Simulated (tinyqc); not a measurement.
Inside a calculation. Model: deep-level transient spectroscopy.

Program tinyqc, `OMP_NUM_THREADS=1 python tinyqc.py 2050002 2050003 out.jsonl`; Intel Xeon 2.30GHz, shared host, one thread, about 0.01 s. Printed values are rounded.

Schottky contact on an n-type layer with shallow donors Nd (all ionised) and a donor-like deep trap, neutral when filled and positive when empty; depletion approximation. Traps within lam of the depletion edge stay filled. A long pulse to Vp fills the traps beyond x1 = Wp - lam; back at Vr those between x1 and x2 = Wr - lam emit. A rate window reads S = C(t2) - C(t1).

Values chosen for this exercise; material values close to those of indium phosphide: relative permittivity eps_r = 12.4; conduction-band density of states at 300 K Nc = 5.61e17 cm^-3; thermal velocity at 300 K vth = 4.2e7 cm/s; shallow donor density Nd = 2.8e16 cm^-3; built-in voltage Vbi = 0.84 V; depth of the trap below the conduction edge Et = 0.33 eV; capture cross-section sn = 2.5e-15 cm^2; trap density Nt = 1.4e15 cm^-3; reverse bias Vr = 7 V; reverse bias during the filling pulse Vp = 0 V; first sampling time t1 = 0.5 ms; second sampling time t2 = 2.5 ms; temperature of the transient T = 219 K; field at the trap F = 110 kV/cm.

Constants: q = 1.602176634e-19 C, kB = 1.380649e-23 J/K, eps0 = 8.8541878128e-14 F/cm where lengths are in cm. Results are converted to the units shown.

## Emission rate and rate window

Emission rate en = sn vth(T) Nc(T) exp(-Et/kB T) = sn g T^2 exp(-Et/kB T), g = vth Nc/(300 K)^2, as vth goes as T^0.5 and Nc as T^1.5 (degeneracy factor 1). For an exponential transient S peaks where en = ew = ln(t2/t1)/(t2 - t1).

g = 2.618e20 cm^-2 s^-1 K^-2
en = 799.119 1/s
1/en = 1.25138 ms
ew = 804.719 1/s

## Widths

lam = sqrt(2 eps0 eps_r (EF - ET)/(q Nd)), EF - ET = Et - (kB T/q) ln(Nc(T)/Nd), Nc(T) = Nc (T/300 K)^1.5. In the steady state at the band bending V, 2 eps0 eps_r V/q = Nd W^2 + Nt (W - lam)^2 (the second term only if W > lam). V = Vbi + Vr gives Wr and V = Vbi + Vp gives Wp; x1 = max(Wp - lam, 0).

lam = 117.558 nm
Wr = 609.625 nm
Wp = 201.892 nm
x1 = 84.3342 nm
x2 = 492.067 nm
G = (x2^2 - x1^2)/Wr^2 = 0.632376

The rule Nt = 2 Nd |dC|/C assumes G = 1 and would understate Nt by a factor of about 1/G = 1.58 here (the limit of small Nt/Nd).

## The transient

t, sample 0 to 6 (ms): 0  0.25  0.5  1.5  2.5  5  12.5

W(t)^2 = Wr^2 + (Nt/Nd)(x2^2 - x1^2) exp(-en t), C = eps0 eps_r/W; for small Nt, dC/C = -(Nt/2 Nd) G exp(-en t) with G = (x2^2 - x1^2)/Wr^2. S = C(t2) - C(t1).

```
sample  C (nF/cm^2)  C - C(final) (pF/cm^2)
0           17.7316                -278.144
1           17.7810                -228.730
2           17.8218                -187.956
3           17.9245                 -85.261
4           17.9712                 -38.494
5           18.0045                  -5.236
6           18.0097                  -0.013
```

S = 149.462 pF/cm^2

## Step 1: peak temperature

T at the start = 300 K

Fixed-point step for en(T) = ew: T(new) = (Et q/kB)/ln(sn g T^2/ew), g = vth Nc/(300 K)^2.

T after step 1 = 211.472 K

## Course of the iteration for the peak temperature

Start from 300 K; stop when T changes by less than 1e-8 K.

Course of the iteration:
```
step    T (K)  change (K)
1     211.472        88.5
2     219.968        8.50
3     218.977       0.991
4     219.090       0.113
5     219.077      0.0129
6     219.079     1.48e-3
7     219.078     1.69e-4
8     219.079     1.94e-5
9     219.079     2.22e-6
10    219.079     2.54e-7
11    219.079     2.90e-8
12    219.079     3.32e-9
```

Converged in 12 steps; each multiplies the error by -2 kB T/Et = -0.11.

## Poole-Frenkel lowering

A Coulomb centre of charge +q (when empty) in the field F lowers its barrier by dE = sqrt(q F/(pi eps0 eps_r)) along the field. One-dimensional rate: en exp(b), b = dE/kB T; three-dimensional (Hartke): en {[1 + (b - 1) exp(b)]/b^2 + 1/2}.

dE = 71.4811 meV
b = 3.78769
rate, one-dimensional = 35284.5 1/s
rate, three-dimensional = 7311.40 1/s

The one-dimensional form is 4.83 times the three-dimensional one, which counts the directions in which the barrier is lowered less or not at all.
